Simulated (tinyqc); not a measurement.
Inside a calculation. Model: harmonic transition-state theory with quantum, tunnelling and friction corrections. Computed by tinyqc, a small Python program that keeps every step. Command: `OMP_NUM_THREADS=1 python tinyqc.py 3029595 3029596 out.jsonl rates walk`. One thread of a shared host (Intel(R) Xeon(R) Processor @ 2.30GHz), about 0.1 s of CPU time with the checks. Intermediate numbers are printed to about 7 digits and carried at full precision; extremes and crossings named in words are read from the listed rows.

One atom hops between equivalent sites; three modes at the minimum and two real modes at the saddle are treated as harmonic, the rest of the crystal as unchanged; melting is ignored, so hot rows may lie above the melting point.

Inputs (values chosen for the exercise, modelled on an adatom on a metal):

| quantity | value | unit |
|---|---|---|
| barrier E_b | 0.449 | eV |
| imaginary frequency at the saddle nu_b | 1.47 | THz |
| temperature T | 480 | K |
| jump length d | 2.6 | angstrom |
| number of jump directions z | 4 | - |
| mass ratio of the heavier isotope | 1.03 | - |

Lattice of sites: two-dimensional. Correction studied: isotope.

frequencies at the minimum (THz): 3.94  4.29  4.54

real frequencies at the saddle (THz): 3.69  5.77

Constants: k_B = 8.617333262e-05 eV/K; h x 1 THz = 4.135667696 meV.

## Classical rate and diffusivity

Vineyard: nu* = product of minimum frequencies / product of real saddle frequencies; k_cl = nu* exp(-E_b/(k_B T)). Activation entropy S = k_B ln(nu* h/(k_B T)); for uncorrelated jumps D = z k d^2/4 and D0 = z nu* d^2/4; 1 angstrom^2 = 1e-16 cm^2.

prefactor nu* = 3.604186 THz

classical rate k_cl = 6.958485e+07 1/s

activation entropy in the Eyring form = -1.020647 k_B

classical diffusivity D = 4.703936e-08 cm^2/s

prefactor D0 = 0.002436430 cm^2/s

## Quantum harmonic rate

Quantum harmonic: k_q = (k_B T/h) [prod 2 sinh(x_i/2) (minimum) / prod 2 sinh(x_j/2) (saddle)] exp(-E_b/(k_B T)), x = h nu/(k_B T). Zero-point correction to the barrier = (h/2)(sum of saddle frequencies - sum of minimum frequencies).

x at the minimum: 0.3939379  0.4289323  0.4539284

x at the saddle: 0.3689418  0.5769090

zero-point correction = -6.844530 meV

quantum harmonic rate k_q = 6.980705e+07 1/s

ratio k_q/k_cl = 1.003193

To second order in x the ratio is 1 + (sum x_i^2 - sum x_j^2)/24 = 1.0032.

## Tunnelling factors

With u = h nu_b/(k_B T): Wigner factor 1 + u^2/24; parabolic barrier (Bell) (u/2)/sin(u/2), valid above T_c = h nu_b/(2 pi k_B); symmetric Eckart barrier: kappa = int_0^infinity P(E) exp(-(E - E_b)/(k_B T)) dE/(k_B T), P = (cosh 2a - 1)/(cosh 2a + cosh 2d), a = alpha sqrt(E/E_b), alpha = 2 pi E_b/(h nu_b), 2d = 2 sqrt(alpha^2 - pi^2/4).

u = 0.1469768

crossover temperature T_c = 11.22820 K

Wigner factor = 1.000900

Bell factor = 1.000901

Eckart factor = 1.000984

T/T_c = 42.75: tunnelling is a small correction.

## Isotope effect over temperature

All frequencies of the heavier isotope are divided by sqrt(mass ratio); each column is light over heavy.

Rate ratios:

| T (K) | classical | quantum harmonic | with Eckart tunnelling |
|---|---|---|---|
| 190 | 1.014889 | 1.015510 | 1.015687 |
| 240 | 1.014889 | 1.015274 | 1.015385 |
| 310 | 1.014889 | 1.015118 | 1.015185 |
| 380 | 1.014889 | 1.015041 | 1.015086 |
| 480 | 1.014889 | 1.014984 | 1.015013 |
| 720 | 1.014889 | 1.014931 | 1.014944 |
| 960 | 1.014889 | 1.014913 | 1.014921 |
| 1400 | 1.014889 | 1.014900 | 1.014904 |

The classical ratio is sqrt(mass ratio) = 1.0149 at any T. The quantum ratio is 1.0155 in the coldest row, above it, as the minimum holds more zero-point energy than the saddle; tunnelling multiplies it by a further 1.000. In the hottest row the full ratio is 1.0149.

Checks made by the program: quantum rate against the classical one at very high temperature (relative difference 7e-10).
